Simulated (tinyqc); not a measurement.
One-sided p+-n junction, ionisation integral and breakdown: one step of the calculation.

A p+ layer at x < 0 and an n drift layer from x = 0. Depletion approximation, built-in voltage neglected. Local ionisation coefficients alpha_n = an exp(-(bn/E)^mx), alpha_p = ap exp(-(bp/E)^mx). Electrons move towards +x, holes towards x = 0.

Task. Field and ionisation coefficients on a grid. W = sqrt(2 eps0 eps_r V/(q N)), peak field E0 = q N W/(eps0 eps_r), falling linearly to 0 at W. Grid: 13 equal steps from 0 to fr W.

Inputs (values chosen for the exercise); material values close to those of 4H silicon carbide:
- eps_r = 9.79 (relative permittivity)
- an = 1.69e8 1/cm (prefactor of the electron ionisation coefficient)
- bn = 3.27e7 V/cm (field constant for electrons)
- ap = 3.26e8 1/cm (prefactor of the hole ionisation coefficient)
- bp = 2.47e7 V/cm (field constant for holes)
- mx = 1 (exponent)
- N = 1.2e16 cm^-3 (donor density of the drift layer)
- V = 1360 V (reverse voltage)
- fr = 0.6 (share of the depleted width that the grid covers)

Constants: q = 1.602176634e-19 C, eps0 = 8.8541878128e-14 F/cm where lengths are in cm. Results are converted to the units shown.

Give: W; x; E; alpha_n; alpha_p.

Result.

W = 11.074 um

```
point  x (um)  E (kV/cm)  alpha_n (1/cm)  alpha_p (1/cm)
0      0.0000     2456.2          279.27           13992
1      0.5111     2342.8          146.64          8601.2
2      1.0222     2229.5          72.118          5032.0
3      1.5333     2116.1          32.870          2779.6
4      2.0444     2002.8          13.707          1435.7
5      2.5555     1889.4          5.1460          684.98
6      3.0666     1776.0          1.7049          297.36
7      3.5778     1662.7         0.48585          115.20
8      4.0889     1549.3         0.11522          38.850
9      4.6000     1435.9        0.021770          11.035
10     5.1111     1322.6       0.0030914          2.5261
11     5.6222     1209.2       3.0443e-4         0.43860
12     6.1333     1095.8       1.8559e-5        0.053010
13     6.6444     982.48       5.9325e-7       0.0039344
```

Computed by the program tinyqc: `OMP_NUM_THREADS=1 python tinyqc.py 2120029 2120030 out.jsonl`, one thread of a shared Intel Xeon 2.30GHz, about 0.06 s for the whole run.
